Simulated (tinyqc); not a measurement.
Inside a calculation. Model: CMOS inverter, nodal equation and switching.

Computed by the program tinyqc: `OMP_NUM_THREADS=1 python tinyqc.py 2340055 2340056 out.jsonl`, one thread of a shared Intel Xeon 2.30GHz, about 0.04 s for the whole run. Printed values are rounded.

An n-channel pull-down (bn, VTn) and a p-channel pull-up (bp, VTp) share the input Vin and the output node Vout, which carries the load C. Transistor (EKV form, voltages against the body): I = 2 n b Vt^2 [F(vp - Vs) - F(vp - Vd)] from drain to source, F(v) = ln^2(1 + exp(v/(2 Vt))), vp = (Vg - VT + sg |Vd - Vs|)/n. n-channel bodies are at 0; for the p-channel device all voltages are counted down from Vdd. b in uA/V^2 gives I in uA. Static: In = Ip. Transient: C dVout/dt = Ip - In. No velocity saturation, no gate capacitance beyond C.

Inputs (values chosen for the exercise):
```
symbol  value    unit                                  meaning
T         293       K                              temperature
Vdd       0.5       V                           supply voltage
n        1.16                                     slope factor
sg      0.082                   drain-induced barrier lowering
VTn      0.26       V                      n-channel threshold
VTp      0.29       V          p-channel threshold (magnitude)
bn        530  uA/V^2  gain factor of the pull-down transistor
bp       1100  uA/V^2    gain factor of the pull-up transistor
C         2.2      fF                         load capacitance
Vin      0.35       V                            input voltage
dt          8      ps                                time step
```

Constants: q = 1.602176634e-19 C, kB = 1.380649e-23 J/K, Vt = kB T/q. Results are converted to the units shown.

## Iteration 1: output voltage by Newton steps

Vout at the start = 0.25 V

f = In - Ip at (Vin, Vout); G = df/dVout by a central difference with +/- 1e-6 V; Vout(new) = Vout - f/G.

In = 3.22088 uA
Ip = 0.0243080 uA
G = 3.98675 uS
Vout after iteration 1 = -0.551801 V

This step lands outside the rails.

## Iteration 2: output voltage by Newton steps

As before.

In = -132.802 uA
Ip = 0.183768 uA
G = 435.615 uS
Vout after iteration 2 = -0.246517 V

The value that enters this step is an overshoot, farther from the solution than the start was, so its intermediate quantities are not physical.

## Course of the iteration: output voltage by Newton steps

Stop when Vout changes by less than 1e-9 V, or after 30 iterations.

Course of the iteration:
```
iteration     Vout (V)  |change| (V)
1            -0.551801         0.802
2            -0.246517         0.305
3           -0.0983164         0.148
4           -0.0302345        0.0681
5          -0.00417762        0.0261
6           8.67900e-4       5.05e-3
7           0.00105765       1.90e-4
8           0.00105785       2.01e-7
9           0.00105785      2.25e-13
```

Converged in 9 iterations. At the end the number of correct digits about doubles with each step. On the way 4 iterate(s) lie more than 5 mV outside the rails, the first at -0.552 V, before the steps return.

## Transfer curve

Vin, point 0 to 10 (V): 0  0.05  0.1  0.15  0.2  0.25  0.3  0.35  0.4  0.45  0.5

For each Vin solve In = Ip; gain = dVout/dVin.

```
point  Vout (V)  supply current (uA)     gain
0      0.499998            4.3317e-4    0.000
1      0.499986            0.0023151   -0.001
2      0.499895             0.011899   -0.004
3      0.499101             0.056359   -0.040
4      0.490906              0.22751   -0.455
5      0.244952              0.48044  -12.170
6      0.009905              0.20590   -0.477
7      0.001058             0.046518   -0.045
8      0.000132            0.0093059   -0.005
9      0.000018            0.0017628   -0.001
10     0.000003            3.2584e-4    0.000
```

The switching point Vin = Vout lies at 0.2496 V, with a gain of -12.2. The current peaks at 0.480 uA among the points, against 4.3e-4 and 3.3e-4 uA of leakage at the ends.

## Switching point and noise margins

VM solves In = Ip with Vin = Vout. VIL and VIH are the inputs at which the gain is -1; NML = VIL - Vout(VIH), NMH = Vout(VIL) - VIH.

VM = 0.24962 V
gain at VM = -12.171
VIL = 0.21298 V
VIH = 0.28717 V
NML = 0.19411 V
NMH = 0.19487 V

VM lies 0.38 mV below Vdd/2, and the high margin is the larger one. With both transistors saturated the size of the gain tends to 1/sg = 12.2; here it is 0.19 % below that.

## Step 1: one time step of the falling output

Vout at t = 0 = 0.5 V

The input steps to Vdd at t = 0; I = In - Ip. Trapezoidal rule: V(new) = V - (dt/C)[I(V) + I(V(new))]/2, solved for V(new); 1 ps uA/fF = 1 mV.

I(V) = 18.1003 uA
I(V(new)) = 17.4308 uA
Vout after step 1 = 0.435398 V

## Step 2: one time step of the falling output

As before.

I(V) = 17.4308 uA
I(V(new)) = 16.7960 uA
Vout after step 2 = 0.373167 V

## Delays and energy

For a step input the delay to Vdd/2 is tHL = C times the integral of dV/(In - Ip) from Vdd/2 to Vdd at Vin = Vdd, and tLH likewise with Ip - In from 0 to Vdd/2 at Vin = 0. Energy drawn for one full cycle of the output: C Vdd^2. Leakage power: Vdd times the mean of the supply currents at Vin = 0 and Vdd.

tHL = 32.7982 ps
tLH = 19.9053 ps
energy = 0.55 fJ
leakage power = 0.189752 nW

Time steps as above cross Vdd/2 at 32.8 ps by linear interpolation, 0.091 % above tHL. tLH/tHL = 0.607, with bn/bp = 0.482.
